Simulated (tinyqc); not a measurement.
Which coupling does what: hole subbands of a hard-walled well, four-band Luttinger model.

Hole energies are counted downwards from the unstrained band edge, c = hbar^2/2m0. After the usual block transformation one block is H = [[P + Q - Zs, R - i S], [R + i S, P - Q + Zs]] in (heavy, light), with P +/- Q = c [(g1 +/- g2) k^2 + (g1 -/+ 2 g2) kz^2], R = sqrt(3) c gR k^2, S = 2 sqrt(3) c g3 k kz, kz = -i d/dz; axial approximation gR = (g2 + g3)/2. Zs = b (e_par - e_perp) is the shear part of the strain (the hydrostatic part shifts all levels alike and is left out). Basis sqrt(2/L) sin(n pi z/L), n = 1 to N, for each component: kz^2 gives (n pi/L)^2 and the heavy-light block is R delta_nm - 2 sqrt(3) c g3 k D_nm with D_nm = 4 n m/(L (n^2 - m^2)) for n + m odd, 0 otherwise. The other block has the same levels. The split-off band is left out.

Constants: hbar^2/2m0 = 3.80998211 eV angstrom^2.

Inputs chosen for the exercise (near those of Ge; not measured data): g1 = 13.41 (Luttinger gamma1); g2 = 4.27 (gamma2); g3 = 5.66 (gamma3); L = 195 angstrom (well width along [001]); k = 0.0242 1/angstrom (wave vector in the plane).

shear strain energy Zs = 0.063009 eV

N = 20, at the given k. Diagonal: R = S = 0. Along [100] and [110] gR is g2 and g3 instead of their mean.

Hole energies (meV):

| model | E1 | E2 | E3 | E4 |
|---|---|---|---|---|
| diagonal | -18.74 | -4.30 | 19.78 | 53.50 |
| R alone | -21.65 | -6.38 | 18.37 | 52.52 |
| S alone | -23.01 | -17.30 | -1.52 | 24.27 |
| axial | -25.81 | -19.16 | -2.75 | 23.57 |
| [100] | -25.09 | -18.68 | -2.43 | 23.75 |
| [110] | -26.62 | -19.71 | -3.12 | 23.35 |

What does the comparison show, and why?

The couplings move E1 by -7.07 meV: R alone by -2.90, S alone by -4.27, so S matters more at k L/pi = 1.50 (R grows as k^2 and joins equal n, S as k and joins n of opposite parity). Warping spreads E1 by 1.53 meV between [100] and [110], the hole being heavier along [110]; the axial value lies between them.

Computed by tinyqc, a small Python program: `OMP_NUM_THREADS=1 python tinyqc.py 1250829 1250830 out.jsonl` (the numbers bound the seed that draws the inputs); one thread of a shared host (Intel(R) Xeon(R) Processor @ 2.30GHz), about 0.3 s for the whole set of steps.
